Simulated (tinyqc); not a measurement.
Froehlich polaron in a polar crystal: one step, computed by the program tinyqc.

One electron in a parabolic band of mass m*, coupled to dispersionless LO phonons in the continuum model. Energies are in units of hbar omega unless marked, wave numbers in k_0 = sqrt(2 m* omega/hbar).

Problem. Coupling constant and length scale. 1/eps* = 1/eps_inf - 1/eps_s; k_0 = sqrt(2 m* omega/hbar) = sqrt(m* hbar omega / (hbar^2/(2 m_0))) with m* in m_0; alpha = (e^2/(4 pi eps_0)) k_0/(2 eps* hbar omega); polaron length 1/k_0.

Inputs (values chosen for the exercise, modelled on cadmium telluride):

| quantity | value | unit |
|---|---|---|
| band mass m* | 0.0945 | m_0 |
| LO phonon energy hbar omega | 21.6 | meV |
| eps_inf | 7.22 | - |
| static dielectric constant eps_s | 10.4 | - |

Constants: hbar^2/(2 m_0) = 3.80998212 eV angstrom^2; e^2/(4 pi eps_0) = 14.39964548 eV angstrom.

Give: eps*; k_0; coupling constant alpha; polaron length 1/k_0.

Solution.

eps* = 23.61

k_0 = 0.02315 1/angstrom

coupling constant alpha = 0.3267

polaron length 1/k_0 = 43.20 angstrom

Weak coupling: perturbation theory should serve.
